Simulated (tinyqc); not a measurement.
Inside a calculation. Model: admittance spectroscopy and thermally stimulated current of one trap level in a depletion layer. Computed by tinyqc, a small Python program that keeps every step. Command: `OMP_NUM_THREADS=1 python tinyqc.py 3113753 3113754 out.jsonl admit walk`. One thread of a shared host (Intel(R) Xeon(R) Processor @ 2.30GHz), about 0.01 s of CPU time with the checks. Intermediate numbers are printed to about 6 digits and carried at full precision; extremes and crossings named in words are read from the listed rows.

A Schottky junction on n-type material holds one donor-like electron trap; shallow donors are fully ionised and abrupt depletion edges are assumed.

Inputs (values chosen for the exercise, modelled on n-type 4H-SiC):

| quantity | value | unit |
|---|---|---|
| dielectric constant eps | 9.69 | - |
| density-of-states mass m | 0.74 | m_0 |
| shallow doping N | 1.7e+16 | 1/cm^3 |
| trap density N_t | 2.4e+15 | 1/cm^3 |
| trap depth E_t below the band | 0.51 | eV |
| capture cross section sigma | 5.6e-16 | cm^2 |
| band bending V_b | 2 | V |
| test frequency f | 300000 | Hz |
| heating rate beta | 0.063 | K/s |

Constants: k_B = 1.380649e-23 J/K; m_0 = 9.1093837015e-31 kg; h = 6.62607015e-34 J s; k_B = 8.617333262e-05 eV/K; eps_0 = 8.8541878128e-12 F/m; e = 1.602176634e-19 C.

## Temperature of the peak

N_c = 2 (2 pi m k_B T/h^2)^(3/2), v_th = sqrt(3 k_B T/m), emission rate e_n = sigma v_th N_c exp(-E_t/(k_B T)). Where the level crosses the Fermi level capture equals emission, so the trap follows the signal with the rate 2 e_n; G/omega peaks at omega = 2 e_n (the correction for large N_t/N is left out). Solve 2 e_n(T_p) = 2 pi f.

peak temperature T_p = 467.682 K

N_c at T_p = 3.10931e+19 1/cm^3

e_n at T_p = 942478 1/s

E_c - E_F = k_B T_p ln(N_c/N) = 0.302728 eV

## The capacitance step

With E_c - E_F = k_B T_p ln(N_c/N): lambda = sqrt(2 eps eps_0 (E_t - (E_c - E_F))/(e^2 N)); traps are empty and charged for x < x_t = w - lambda, and V_b = e (N w^2 + N_t x_t^2)/(2 eps eps_0). High frequency: C_hf = eps eps_0/w. Low frequency: C_lf = eps eps_0 (N + N_t)/(N w + N_t x_t).

lambda = 114.273 nm

depletion width w = 344.284 nm

crossing point x_t = 230.012 nm

C_hf = 24.9204 nF/cm^2

C_lf = 25.9875 nF/cm^2

step (C_lf - C_hf)/C_hf = 0.0428197

small-N_t estimate (N_t/N)(lambda/w) = 0.0468584

Reading N_t/N straight from the step would give 0.0428 against the true 0.141: the factor lambda/w must be known.

## Scan in temperature at fixed frequency

With x = omega/(2 e_n): C = C_hf + (C_lf - C_hf)/(1 + x^2), G/omega = (C_lf - C_hf) x/(1 + x^2); C_hf and C_lf are held at their values at T_p.

Admittance:

| T (K) | omega/(2 e_n) | C (nF/cm^2) | G/omega (nF/cm^2) |
|---|---|---|---|
| 411.6 | 7.24062 | 24.9404 | 0.144616 |
| 430.3 | 3.54654 | 24.9990 | 0.278721 |
| 444.3 | 2.15663 | 25.1092 | 0.407235 |
| 458.3 | 1.34931 | 25.2987 | 0.510462 |
| 467.7 | 0.99944 | 25.4542 | 0.533542 |
| 477.0 | 0.75077 | 25.6028 | 0.512348 |
| 491.1 | 0.49602 | 25.7768 | 0.424783 |
| 509.8 | 0.29584 | 25.9016 | 0.290282 |
| 533.2 | 0.16249 | 25.9600 | 0.168926 |

The peak of G/omega is half the step, 0.534 nF/cm^2. Its full width is near 2 ln(2 + sqrt3) k_B T_p^2/(E_t + 2 k_B T_p) = 84.1 K.

## Arrhenius plot

T_p for 0.1, 0.3, 1, 3 and 10 f; least-squares lines of ln(e_n/T^2) and of ln(e_n) against 1/(k_B T), e_n = pi f; sigma = exp(intercept)/(v_th N_c/T^2).

Peaks:

| f (Hz) | T_p (K) | 1/(k_B T) (1/eV) | ln(e_n/T^2) | ln(e_n) |
|---|---|---|---|---|
| 3.00e+04 | 403.634 | 28.7501 | -0.54733 | 11.4537 |
| 9.00e+04 | 432.000 | 26.8623 | 0.41545 | 12.5523 |
| 3.00e+05 | 467.682 | 24.8128 | 1.46069 | 13.7563 |
| 9.00e+05 | 505.366 | 22.9626 | 2.40431 | 14.8549 |
| 3.00e+06 | 553.657 | 20.9597 | 3.42576 | 16.0589 |

depth from e_n/T^2 = 0.51 eV

cross section from the intercept = 5.60e-16 cm^2

depth without the T^2 = 0.591002 eV

Leaving out T^2 adds 81 meV, near 2 k_B T_p = 81 meV.

## Thermally stimulated current

Thermally stimulated current without retrapping: filled share n(T) = exp(-(1/beta) int e_n dT), current proportional to e_n n; the peak obeys beta (E_t/(k_B T^2) + 2/T) = e_n(T). The integral starts at 0.5 T_m and uses 4000 trapezoid steps to 1.2 T_m. Chen's first-order estimate from the full width W = T_2 - T_1 between the half-height points: E = 2.52 k_B T_m^2/W - 2 k_B T_m.

peak temperature T_m = 201.620 K

lower half-height T_1 = 192.822 K

upper half-height T_2 = 207.922 K

filled share at T_m = 0.389355

E_t/(k_B T_m) = 29.3537

symmetry factor (T_2 - T_m)/(T_2 - T_1) = 0.417307

depth by Chen's formula = 0.549879 eV

The slow ramp empties the trap at 202 K, far below the admittance peak at 468 K, since the rate asked for is 0.0098 per second instead of 940000. Chen's formula, made for a constant prefactor, gives 40 meV more than E_t.

Checks made by the program: C_lf against dQ/dV by differences (relative difference below 1e-10); depth recovered (relative difference below 1e-10); peak of the integrated curve (relative difference 3e-05).
